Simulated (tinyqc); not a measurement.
Coverage along the feature as the dose grows: atomic layer deposition: Langmuir saturation, growth per cycle and coating of deep features. Computed by tinyqc, a small Python program. Command: `OMP_NUM_THREADS=1 python tinyqc.py 3031211 3031212 out.jsonl ald walk`. One thread of a shared host (Intel(R) Xeon(R) Processor @ 2.30GHz), about 0.01 s of CPU time with the checks.

Precursor A sticks only on free sites, so a long enough pulse saturates; co-reactant B then frees the sites again.

Inputs (values chosen for the exercise, modelled on zinc oxide from diethylzinc and water):

| quantity | value | unit |
|---|---|---|
| precursor mass M | 124 | u |
| site density q | 7.4 | 1/nm^2 |
| sticking probability beta on free sites | 0.0024 | - |
| precursor pressure p | 1.8 | Pa |
| temperature T | 250 | C |
| pulse time t | 3.1 | s |
| desorption energy E_d | 1.59 | eV |
| aspect ratio a | 18 | - |

Feature: round hole.

Constants: u = 1.6605390666e-27 kg; k_B = 1.380649e-23 J/K; k_B = 8.617333262e-05 eV/K.

Method:
- Wall flux F = p/sqrt(2 pi M k_B T); rate of filling k_a = beta F/q; desorption k_d = 1e13 exp(-E_d/(k_B T)) per second. 1/m^2 = 1e-18/nm^2.
- Temperatures in kelvin are T(C) + 273.15.
- Diffusion-limited filling (Gordon) of a round hole of diameter w: a saturation front at depth z needs dz/dt = D_K n/(z (4q/w)), with Knudsen D_K = w c/3 and F = n c/4; including the entrance and floor terms, t = (q/F)(1 + 19a/4 + 3a^2/2). Reaction-limited filling needs ln(100)/k_a at any depth, k_a = beta F/q. Flow is molecular. The front picture holds when the modulus a sqrt(beta) is well above 1.
- Depth reached by the given pulse: solve the same formula for a. Exposure = p x diffusion-limited time; 1 langmuir = 1.33322e-4 Pa s.
- Continuum model with steady gas transport: d2n/dz2 = 3 beta (1 - th) n/d_h^2 (d_h the hydraulic diameter, n = 1 at the mouth, no flux at the floor, 60 cells), d th/dt = beta F n (1 - th)/q; no desorption. Times are multiples of the larger of the Gordon time and ln(100)/k_a.

diffusion-limited time = 0.227517 s

time to 99 % without desorption, ln(100)/k_a = 0.762560 s

flux F = 18620.5 1/(nm^2 s)

modulus = 0.881816

Coverage:

| multiple | t (s) | top cell | quarter depth | half depth | three quarters | floor cell |
|---|---|---|---|---|---|---|
| 0.05 | 0.03813 | 0.204 | 0.155 | 0.120 | 0.101 | 0.095 |
| 0.10 | 0.07626 | 0.366 | 0.289 | 0.232 | 0.198 | 0.187 |
| 0.20 | 0.15251 | 0.598 | 0.505 | 0.427 | 0.378 | 0.362 |
| 0.40 | 0.30502 | 0.839 | 0.773 | 0.709 | 0.663 | 0.647 |
| 0.60 | 0.45754 | 0.936 | 0.902 | 0.866 | 0.839 | 0.829 |
| 0.80 | 0.61005 | 0.974 | 0.959 | 0.943 | 0.930 | 0.925 |
| 1.00 | 0.76256 | 0.990 | 0.984 | 0.977 | 0.971 | 0.969 |
| 1.30 | 0.99133 | 0.997 | 0.996 | 0.994 | 0.993 | 0.992 |

What does the comparison show, and why?

At a multiple of 0.2 the coverage is 0.60 at the top and 0.36 at the floor. The coverage falls gradually with depth, without a sharp front. In the last row the floor reaches 0.992. Caution: the modulus is not well above 1 or the Gordon time is under three times ln(100)/k_a, so there is no sharp front: the Gordon time is only a lower bound and the reaction time must be met as well.
